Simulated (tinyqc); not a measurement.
Single-junction solar cell, detailed-balance limit: effect of the cell temperature.

Every photon above the gap Eg makes one pair and none below is absorbed; carriers thermalise at T and move without loss. Jsc = q fs X Phi(Eg, Ts); the dark current is J0 = q ge Phi(Eg, T)/ERE with the Boltzmann factor exp(V/Vt). The efficiency is the electrical power over fs X sigma Ts^4.

Photon flux above E from a black body at temperature T into a hemisphere: Phi(E, T) = A sum_k exp(-k E/th)[E^2 th/k + 2 E th^2/k^2 + 2 th^3/k^3], k = 1, 2, ..., with th = kB T/q in eV and A = 2 pi q^3/(h^3 c^2). J(V) = Jsc - J0 (exp(V/Vt) - 1); Voc = Vt ln(1 + Jsc/J0); at maximum power v = Vmp/Vt solves (1 + v) exp(v) = 1 + Jsc/J0. Pin = fs X sigma Ts^4, sigma = 2 pi^5 kB^4/(15 h^3 c^2). FF = Vmp Jmp/(Voc Jsc).

Values chosen for this exercise: temperature of the black-body sun Ts = 5800 K; share of the hemisphere filled by the sun fs = 2.16e-5; concentration X = 1; external radiative efficiency ERE = 1; number of faces that emit ge = 1; band gap Eg = 0.63 eV.

Constants: q = 1.602176634e-19 C, kB = 1.380649e-23 J/K, h = 6.62607015e-34 J s, c = 299792458 m/s, Vt = kB T/q. Results are converted to the units shown.

The same in every row: Jsc (mA/cm^2) = 80.79.

Effect of the cell temperature:

| T (K) | Voc (V) | Eg/q - Voc (V) | FF | efficiency (%) |
|---|---|---|---|---|
| 200 | 0.5050 | 0.1250 | 0.8546 | 25.15 |
| 240 | 0.4759 | 0.1541 | 0.8264 | 22.92 |
| 280 | 0.4463 | 0.1837 | 0.7970 | 20.73 |
| 320 | 0.4161 | 0.2139 | 0.7662 | 18.58 |
| 360 | 0.3853 | 0.2447 | 0.7336 | 16.48 |
| 400 | 0.3541 | 0.2759 | 0.6988 | 14.42 |
| 440 | 0.3225 | 0.3075 | 0.6615 | 12.44 |
| 480 | 0.2906 | 0.3394 | 0.6214 | 10.52 |

What does the table show?

As T goes from 200 to 480 K, Jsc stays at 80.8 mA/cm^2, Voc falls from 0.505 to 0.291 V and the efficiency falls from 25.2 to 10.5 %. Voc changes by -0.766 mV/K on average with Eg fixed, and the efficiency by -0.31 % of itself per kelvin.

Numbers from tinyqc (`OMP_NUM_THREADS=1 python tinyqc.py 2820026 2820027 out.jsonl`; about 0.01 s on one thread of a shared Intel Xeon 2.30GHz).
